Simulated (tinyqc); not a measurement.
# Gated graphene, quantum capacitance: what changes with what

phi is the Fermi level above the Dirac point, in volts; Vg is counted from the gate voltage of charge neutrality. Ideal linear bands, no charge puddles.

Parameters, values chosen for the exercise; values close to those of graphene:
```
symbol,value,unit,meaning
T,300,K,temperature
eox,3.9,,relative permittivity of the gate insulator (close to silicon dioxide)
tox,0.87,nm,insulator thickness
vF,9.19e5,m/s,Fermi velocity
Dit,1.9e11,cm^-2 eV^-1,density of traps
Vg,-0.14,V,gate voltage
```

Constants: q = 1.602176634e-19 C, kB = 1.380649e-23 J/K, hbar = 1.054571817e-34 J s, Vt = kB T/q, eps0 = 8.8541878128e-14 F/cm where lengths are in cm. Results are converted to the units shown.

Each table varies one quantity; the others keep the values above.

## Effect of the gate voltage

N0 = (2/pi)(kB T/(hbar vF))^2; n = N0 F1(phi/Vt), p = N0 F1(-phi/Vt), F1(e) = int_0^infinity u du/(1 + exp(u - e)) = -Li2(-exp(e)); Cq = q d(n - p)/dphi = (q N0/Vt) ln[2 (1 + cosh(phi/Vt))]. Cox = eps0 eox/tox; Vg = phi + q (n - p + Dit phi)/Cox. 1/C_G = 1/Cox + 1/(Cq + q Dit); dphi/dVg = Cox/(Cox + Cq + q Dit).

The same in every row: Cox (uF/cm^2) = 3.969.

Effect of the gate voltage:
```
Vg (V)	phi (V)	n - p (cm^-2)	Cq (uF/cm^2)	C_G (uF/cm^2)	dphi/dVg	n + p (cm^-2)
-0.3	-0.1787	-2.970e12	4.984	2.215	0.4418	2.970e12
-0.13	-0.09207	-9.222e11	2.607	1.584	0.6008	9.287e11
0.03	0.02359	1.543e11	1.144	0.9063	0.7717	2.397e11
0.2	0.1310	1.684e12	3.662	1.913	0.5181	1.685e12
0.37	0.2083	3.966e12	5.807	2.363	0.4047	3.966e12
0.53	0.2680	6.440e12	7.471	2.596	0.3460	6.440e12
0.7	0.3231	9.275e12	9.008	2.758	0.3051	9.275e12
0.87	0.3724	1.226e13	10.38	2.874	0.2760	1.226e13
1.03	0.4148	1.516e13	11.56	2.957	0.2550	1.516e13
1.2	0.4566	1.833e13	12.73	3.027	0.2373	1.833e13
```

Read the table: what changes, and by how much?

As Vg goes from -0.3 to 1.2, Cq goes from 4.98 through a minimum of 1.14 (at Vg = 0.03 among the rows listed) to 12.7 uF/cm^2, C_G/Cox goes from 0.558 through a minimum of 0.228 (at Vg = 0.03 among the rows listed) to 0.763 and n - p rises from -2.97e12 to 1.83e13 cm^-2. Cq is below Cox for Vg = -0.13, 0.03, 0.2; there the density of states limits the response dn/dVg more than the insulator does. At neutrality Cq is (q N0/Vt) ln 4 = 0.999 uF/cm^2, and far from it Cq grows as |phi|.

## Effect of the insulator thickness

Same model as above.

Results:
```
tox (nm)	phi (V)	n - p (cm^-2)	Cq (uF/cm^2)	Cox (uF/cm^2)	C_G (uF/cm^2)	dphi/dVg	n + p (cm^-2)
0.5	-0.11051	-1.2504e12	3.1004	6.9063	2.1542	0.68808	1.2536e12
0.9	-0.097168	-1.0072e12	2.7419	3.8368	1.6094	0.58053	1.0126e12
1.6	-0.081970	-7.6612e11	2.3442	2.1582	1.1306	0.47612	7.7578e11
5.2	-0.049101	-3.6742e11	1.5698	0.66406	0.46931	0.29328	4.0101e11
9.3	-0.034569	-2.3777e11	1.2997	0.37130	0.29028	0.21823	2.9523e11
17	-0.022280	-1.4501e11	1.1289	0.20313	0.17284	0.14909	2.3446e11
30	-0.013871	-8.7979e10	1.0503	0.11510	0.10403	0.096255	2.0801e11
```

Estimate the missing row, tox = 2.9 nm.

Computed row:
```
tox (nm)	phi (V)	n - p (cm^-2)	Cq (uF/cm^2)	Cox (uF/cm^2)	C_G (uF/cm^2)	dphi/dVg	n + p (cm^-2)
2.9	-0.065238	-5.4323e11	1.9297	1.1907	0.74075	0.37790	5.6152e11
```

With this row back in the table: As tox goes from 0.5 to 30, Cq falls from 3.10 to 1.05 uF/cm^2, C_G/Cox rises from 0.312 to 0.904 and n - p rises from -1.25e12 to -8.80e10 cm^-2. Cq is below Cox for tox = 0.5, 0.9; there the density of states limits the response dn/dVg more than the insulator does. With the insulator thinned by a factor of 60.0, the charge grows only by 14.2 while Cox grows by 60.0.

tinyqc, about 0.01 s, one thread, Intel Xeon 2.30GHz (shared host): `OMP_NUM_THREADS=1 python tinyqc.py 2200002 2200003 out.jsonl`
